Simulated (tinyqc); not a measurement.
Changing the anneal temperature T: dopants and charged point defects at anneal temperature: Fermi-level effect, clustering and pairing. Computed by tinyqc, a small Python program. Command: `OMP_NUM_THREADS=1 python tinyqc.py 3002088 3002089 out.jsonl pairing sweep`. One thread of a shared host (Intel(R) Xeon(R) Processor @ 2.30GHz), about 0.04 s of CPU time with the checks.

Boltzmann statistics and full ionisation of active dopants. Energies are counted from the valence band; the defect (a vacancy or self-interstitial) has five charge states, with all degeneracy factors one.

Inputs (values chosen for the exercise, with bands modelled on silicon):
```
quantity                                         value   unit
gap at 0 K E_g0                                   1.16     eV
Varshni alpha                                 0.000468   eV/K
Varshni beta                                       651      K
electron mass m_e                                0.316    m_0
valleys M_c                                          6      -
hole mass m_h                                    0.801    m_0
total dopant density N                         1.6e+18  cm^-3
formation enthalpy of the neutral defect H_f      3.63     eV
formation entropy S_f                                5    k_B
site density N_s                               4.7e+22  cm^-3
dopant atoms per cluster k                           2      -
cluster binding energy E_b                        1.11     eV
```

Dopant: donor. Second part: clustering of the dopant.

defect levels as fractions of E_g(T): (2+/+), (+/0), (0/-), (-/2-): 0.19  0.33  0.68  0.86

Constants: m_0 = 9.1093837015e-31 kg; k_B = 1.380649e-23 J/K; h = 6.62607015e-34 J s; k_B = 8.617333262e-05 eV/K.

Method:
- E_g = E_g0 - alpha T^2/(T + beta).
- N_c = 2 M_c (2 pi m_e k_B T/h^2)^(3/2) and N_v = 2 (2 pi m_h k_B T/h^2)^(3/2), masses in units of m_0.
- n_i = sqrt(N_c N_v) exp(-E_g/2 k_B T); E_i = E_g/2 + (k_B T/2) ln(N_v/N_c).
- n = A/2 + sqrt(A^2/4 + n_i^2) for an active density A.
- k ionised dopants and k carriers form one neutral cluster: C = N_s (A/N_s)^k (n/N_b)^k exp(E_b/k_B T), N_b the effective density of states of the majority band, and N = A + k C (60 bisections in ln A between ln N - 90 and ln N).
- chi = n/n_i (for acceptors n_i/p); E_F = E_i + k_B T ln chi; field enhancement h = 1 + A/sqrt(A^2 + 4 n_i^2).
- C_0 = N_s exp(S_f/k_B) exp(-H_f/k_B T). Ratios to the neutral state at E_F = E_i: r_+ = exp((E(+/0) - E_i)/k_B T), r_2+ = r_+ exp((E(2+/+) - E_i)/k_B T), r_- = exp((E_i - E(0/-))/k_B T), r_2- = r_- exp((E_i - E(-/2-))/k_B T); at other E_F state q scales as chi^(-q). The enhancement is sum r_q chi^(-q)/sum r_q. The charge on the defects is left out of neutrality.

One run for each value; columns: (1) anneal temperature T (K); (2) all defects, doped (cm^-3); (3) enhancement over intrinsic; (4) n_i (cm^-3); (5) active density A (cm^-3); (6) mean charge (e):
```
(1)          (2)     (3)         (4)         (5)       (6)
721   8.9453e-01  2.6796  3.0054e+16  1.1577e+18  -0.73311
795   1.4902e+02  1.8562  8.8626e+16  1.4466e+18  -0.58223
868   9.9622e+03  1.3729  2.1854e+17  1.5581e+18  -0.41455
942   3.9039e+05  1.1292  4.7957e+17  1.5875e+18  -0.26553
1020  1.1455e+07  1.0248  9.8280e+17  1.5950e+18  -0.14483
1160  1.7899e+09  0.9869  2.8684e+18  1.5975e+18  -0.00770
1240  1.9806e+10  0.9868  4.8038e+18  1.5978e+18   0.04136
```

Give the missing row, anneal temperature T (K) = 1090.

Computed row; columns: (1) anneal temperature T (K); (2) all defects, doped (cm^-3); (3) enhancement over intrinsic; (4) n_i (cm^-3); (5) active density A (cm^-3); (6) mean charge (e):
```
(1)          (2)     (3)         (4)         (5)       (6)
1090  1.6611e+08  0.9945  1.7307e+18  1.5969e+18  -0.06568
```

Interpolating between the two neighbouring rows (linearly) misses most in all defects, doped (cm^-3), by a factor of 5.4. Over the rows, all defects, doped (cm^-3) rises from 0.895 to 1.98e10 (exponent d ln y / d ln x 52 between the first rows and 36 between the last); enhancement over intrinsic falls from 2.68 to 0.987 (exponent d ln y / d ln x -3.8 between the first rows and -0.0021 between the last); n_i (cm^-3) rises from 3.01e16 to 4.80e18 (exponent d ln y / d ln x 11 between the first rows and 7.7 between the last). A line through ln(all defects) against 1/(k_B T) gives 3.53 eV, against H_f = 3.63 eV for the neutral state alone.
